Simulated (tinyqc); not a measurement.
What moves the results: optical gain and spontaneous emission in a bulk direct-gap semiconductor. A value that a table varies takes the place of the one given here.

Parabolic bands, vertical transitions, no excitons. For each hole band j: mr = me mj/(me + mj); joint density of states J_j(E) = (mr/c)^(3/2) sqrt(E - Eg)/(2 pi^2), both spins, c = hbar^2/2m0; averaged matrix element |e.p|^2 = m0 Ep/6; alpha_j(E) = 4 pi^2 alpha_f c Ep J_j/(3 nr E) in 1/angstrom (alpha_f the fine-structure constant, listed as alpha among the constants), times 1e8 for 1/cm.

F_j(eta) = (1/Gamma(j + 1)) integral_0^infinity x^j dx/(1 + exp(x - eta)), which tends to exp(eta) for eta << 0.

Quasi-Fermi levels: n = Nc F_1/2(Fc/kT) and p = Nv F_1/2(Fv/kT), Fc counted up from the conduction edge and Fv down from the valence edge; Nc, Nv from N = 2 (m kB T/(4 pi c))^(3/2) with c = hbar^2/2m0, in 1/angstrom^3; times 1e24 for 1/cm^3, with me and (mhh^(3/2) + mlh^(3/2))^(2/3).

For band j the electron sits at Ee = (E - Eg) mr/me above its edge and the hole at Eh = (E - Eg) mr/mj; fe = 1/(1 + exp((Ee - Fc)/kT)), fh = 1/(1 + exp((Eh - Fv)/kT)); gain g = sum_j alpha_j (fe + fh - 1).

Spontaneous rate: R = integral of (nr E/(hbar c))^2/(pi^2 hbar) sum_j alpha_j fe fh dE, with alpha in 1/cm and (nr E/(hbar c))^2 in 1/cm^2 (1e16 per 1/angstrom^2); B = R/(n p); lifetime n/R.

Constants: hbar^2/2m0 = 3.80998211 eV angstrom^2; fine-structure constant alpha = 0.007297352564; kB = 8.617333262e-05 eV/K; hbar = 6.58211957e-16 eV s; hbar c = 1973.269805 eV angstrom.

Parameters, chosen for this exercise (near those of InGaAs; shifted at random, so the results belong to these values and not to a real crystal): Eg = 0.733 eV (direct gap); me = 0.0405 m0 (electron mass); mhh = 0.454 m0 (heavy-hole mass); mlh = 0.0529 m0 (light-hole mass); Ep = 22.4 eV (Kane energy); nr = 3.53 (refractive index); T = 250 K; n = 1.3e+18 1/cm^3 (injected density, n = p).

## Peak gain against injection

The peak is the largest g over E; a dash marks no gain.

Gain:
```
n (1/cm^3)  Fc (eV)  Fv (eV)  peak gain (1/cm)  peak E - Eg (eV)  B (cm^3/s)
2.7e+17      0.0248  -0.0667                 -                 -    1.69e-10
4.3e+17      0.0422  -0.0565                 -                 -    1.60e-10
6.2e+17      0.0586  -0.0484                31            0.0036    1.51e-10
7.5e+17      0.0684  -0.0441               110            0.0089    1.45e-10
9.6e+17      0.0828  -0.0385               254            0.0173    1.38e-10
1.2e+18      0.0976  -0.0334               418            0.0263    1.30e-10
1.6e+18      0.1199  -0.0267               670            0.0397    1.20e-10
2.1e+18      0.1450  -0.0203               949            0.0541    1.11e-10
```

transparency density (Fc + Fv = 0) = 5.35e+17 1/cm^3

Gain starts at 5.35e+17 1/cm^3, where Fc = -Fv = 0.0517 eV: with Nv/Nc = 39 the electrons must be degenerate before the holes are. The slope of peak gain against n is 6.05e-16 cm^2 between the first two rows with gain and 5.58e-16 between the last two; the peak moves from 0.0036 to 0.0541 eV above the gap as the bands fill, and B falls by a factor 1.52. Line broadening and gap shrinkage are left out.

## Gain spectrum

At the density n.

Spectrum:
```
E - Eg (eV)  alpha, empty (1/cm)  fe, heavy  fh, heavy  g (1/cm)
0.005                       1613      0.990      0.185       276
0.010                       2266      0.988      0.182       368
0.020                       3162      0.981      0.176       459
0.030                       3821      0.971      0.171       483
0.045                       4590      0.947      0.163       428
0.060                       5200      0.904      0.155       252
0.080                       5857      0.801      0.146      -248
0.100                       6391      0.631      0.136     -1151
0.130                       7033      0.323      0.123     -3045
0.170                       7687      0.080      0.108     -5236
0.220                       8285      0.010      0.091     -6978
```

Fc + Fv = 0.0718 eV

g is positive below E - Eg = 0.0718 eV; the largest value listed is 483 1/cm at 0.030 eV. At 0.220 eV above the gap g is -0.84 times the absorption of the empty crystal, whose limit is -1.

## Transparency density and B against temperature

Eg is held fixed; B is taken at n = 1e15 1/cm^3.

Results:
```
T (K)  transparency density (1/cm^3)  Fc/kT there  B (cm^3/s)
100                         1.35e+17        2.398    7.24e-10
150                         2.49e+17        2.398    3.98e-10
200                         3.83e+17        2.398    2.61e-10
250                         5.35e+17        2.398    1.88e-10
300                         7.03e+17        2.398    1.44e-10
350                         8.86e+17        2.398    1.16e-10
400                         1.08e+18        2.398    9.54e-11
500                         1.51e+18        2.398    6.94e-11
```

Fc/kT at transparency stays at 2.398, since it depends on Nv/Nc alone, so the density goes as T^1.50. B goes as T^-1.46, against T^-1.5 for non-degenerate carriers: hot carriers spread over k and fewer pairs share a wave vector.

## What moves transparency and gain

Transparency is Fc + Fv = 0; the peak is the largest g over E at the density n (0 if none). Each row changes one parameter from the base and keeps the others.

Results:
```
case                 transparency density (1/cm^3)  Fc + Fv (eV)  peak gain (1/cm)
base                                      5.35e+17        0.0718               483
me = 0.0466 m0                            6.16e+17        0.0571               481
mhh = 0.272 m0                            4.17e+17        0.0892               914
Ep = 24.6 eV                              5.35e+17        0.0718               531
T = 290 K                                 6.68e+17        0.0594               332
n = 1.69e+18 1/cm^3                       5.35e+17        0.0992               724
nr = 3.71                                 5.35e+17        0.0718               460
```

The largest shifts from the base row, up to three for each result and ties (the steps differ in size, so this ranks the rows, not the parameters). transparency density (1/cm^3): T +1.33e+17, mhh -1.18e+17, me +8.08e+16; unchanged at the printed digits by Ep, n and nr. Fc + Fv (eV): n +0.0273, mhh +0.0173, me -0.0147; unchanged at the printed digits by Ep and nr. peak gain (1/cm): mhh +430, n +240, T -151.

Run: tinyqc, `OMP_NUM_THREADS=1 python tinyqc.py 1650142 1650143 out.jsonl`; Intel(R) Xeon(R) Processor @ 2.30GHz, one thread, shared host; about 0.1 s of CPU time with all checks.
